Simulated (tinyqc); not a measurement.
Schottky barrier on an n-type semiconductor, non-linear Poisson equation by Newton steps: two steps of the calculation.

One dimension, metal at x = 0, donor density C(x) = Nd, uniform. Energies are counted from the electron Fermi level of the semiconductor and the conduction-band edge is Ec = -psi, so n = Nc exp(psi/Vt); holes follow the Fermi level of the metal, at -V, so p = Nv exp((V - psi - Eg)/Vt). Ends: psi(0) = V - phiB and psi = Vt ln(Nd/Nc) deep inside. Boltzmann statistics, full ionisation, no current, no image force in the Poisson equation.

Values chosen for this exercise; band and dielectric values close to those of 4H silicon carbide:
- T = 400 K (temperature)
- Eg = 3.3 eV (band gap)
- Nc = 2.62e19 cm^-3 (conduction-band density of states at T)
- Nv = 3.86e19 cm^-3 (valence-band density of states at T)
- V = 0.54 V (bias of the metal against the semiconductor)

Constants: q = 1.602176634e-19 C, kB = 1.380649e-23 J/K, Vt = kB T/q. Results are converted to the units shown.

Task 1. Densities, residual and Jacobian diagonal. n_i = Nc exp(psi_i/Vt), p_i = Nv exp((V - psi_i - Eg)/Vt), rho_i = p_i - n_i + C_i, g_i = (n_i + p_i)/Vt. Box widths w_i = (h_(i-1) + h_i)/2 in cm. Residual F_i = a_i (psi_(i+1) - psi_i) - a_(i-1) (psi_i - psi_(i-1)) + q rho_i w_i; Jacobian: a_(i-1) and a_i beside the diagonal, b_i = -a_(i-1) - a_i - q g_i w_i on it. The two end nodes are fixed.

x, node 0 to 14 (nm): [0, 9.7, 20.6, 32.8, 46.5, 61.9, 79.2, 98.6, 120, 145, 172, 203, 238, 277, 320]
coupling a_i, interval 0 to 13 (F/cm^2): [8.9819802e-7, 7.9931384e-7, 7.1414105e-7, 6.3595042e-7, 5.6574810e-7, 5.0361392e-7, 4.4909901e-7, 4.0712714e-7, 3.4850083e-7, 3.2268596e-7, 2.8104906e-7, 2.4892917e-7, 2.2339797e-7, 2.0261676e-7]
psi at the start, node 0 to 14 (V): [-1.1300000, -0.9925864, -0.8513864, -0.7099300, -0.5719618, -0.4432446, -0.3319365, -0.2490141, -0.2089226, -0.2073203, -0.2073203, -0.2073203, -0.2073203, -0.2073203, -0.2073203]
donor density C, node 0 to 14 (cm^-3): [6.4e16, 6.4e16, 6.4e16, 6.4e16, 6.4e16, 6.4e16, 6.4e16, 6.4e16, 6.4e16, 6.4e16, 6.4e16, 6.4e16, 6.4e16, 6.4e16, 6.4e16]

Wanted: n; p; residual F; diagonal b.

Result 1.

n, node 0 to 14 (cm^-3): [1.5168e5, 8.1708e6, 4.9125e8, 2.9756e10, 1.6289e12, 6.8181e13, 1.7222e15, 1.9092e16, 6.1093e16, 6.4000e16, 6.4000e16, 6.4000e16, 6.4000e16, 6.4000e16, 6.4000e16]
p, node 0 to 14 (cm^-3): [0.11207, 0.0020804, 3.4603e-5, 5.7127e-7, 1.0436e-8, 2.4932e-10, 9.8704e-12, 8.9034e-13, 2.7824e-13, 2.6561e-13, 2.6561e-13, 2.6561e-13, 2.6561e-13, 2.6561e-13, 2.6561e-13]
residual F, node 1 to 13 (in units of 1e-8 C/cm^2): [0.0000, 0.0000, 0.0000, 0.0000, -0.0018, -0.0506, -0.6240, -1.4683, -0.0558, 0.0000, 0.0000, 0.0000, 0.0000]
diagonal b, node 1 to 13 (F/cm^2): [-1.6975e-6, -1.5135e-6, -1.3501e-6, -1.2017e-6, -1.0699e-6, -9.6740e-7, -1.0373e-6, -1.4144e-6, -1.4446e-6, -1.4664e-6, -1.5117e-6, -1.5730e-6, -1.6457e-6]

Task 2. Newton step. Solve the tridiagonal system a_(i-1) d_(i-1) + b_i d_i + a_i d_(i+1) = -F_i for nodes 1 to 13, with d = 0 on fixed nodes. Each component d is damped to sign(d) Vt ln(1 + |d|/Vt) before it is added.

coupling a_i, interval 0 to 13 (F/cm^2): [8.9819802e-7, 7.9931384e-7, 7.1414105e-7, 6.3595042e-7, 5.6574810e-7, 5.0361392e-7, 4.4909901e-7, 4.0712714e-7, 3.4850083e-7, 3.2268596e-7, 2.8104906e-7, 2.4892917e-7, 2.2339797e-7, 2.0261676e-7]
diagonal b, node 1 to 13 (F/cm^2): [-1.6975119e-6, -1.5134549e-6, -1.3500916e-6, -1.2017071e-6, -1.0697388e-6, -9.6264202e-7, -9.7086178e-7, -1.1941685e-6, -1.3499488e-6, -1.4397876e-6, -1.5057236e-6, -1.5719226e-6, -1.6455194e-6]
residual F, node 1 to 13 (C/cm^2): [1.0109774e-10, 1.0045094e-10, 9.9140903e-11, 9.7319790e-11, 8.9639982e-11, -8.5142454e-11, -2.2393019e-9, -4.4721116e-9, 4.8881259e-10, 5.9682293e-11, 3.2371408e-12, 1.1392013e-13, 2.8328963e-15]
psi after iteration 1, node 0 to 14 (V): [-1.1300000, -0.9945558, -0.8554424, -0.7161807, -0.5805212, -0.4542266, -0.3454363, -0.2647648, -0.2229508, -0.2118216, -0.2084015, -0.2075295, -0.2073542, -0.2073249, -0.2073203]

Find: Newton step d, before damping; psi after iteration 2.

Result 2.

Newton step d, before damping, node 1 to 13 (in units of 1e-3 V): [-0.4386, -1.0579, -1.8917, -2.9840, -4.3839, -6.1377, -8.0506, -6.9272, -1.4993, -0.3056, -0.0564, -0.0090, -0.0012]
psi after iteration 2, node 0 to 14 (V): [-1.1300, -0.9950, -0.8565, -0.7180, -0.5834, -0.4584, -0.3511, -0.2720, -0.2293, -0.2133, -0.2087, -0.2076, -0.2074, -0.2073, -0.2073]

Program tinyqc, `OMP_NUM_THREADS=1 python tinyqc.py 2020118 2020119 out.jsonl`; Intel Xeon 2.30GHz, shared host, one thread, about 0.05 s.
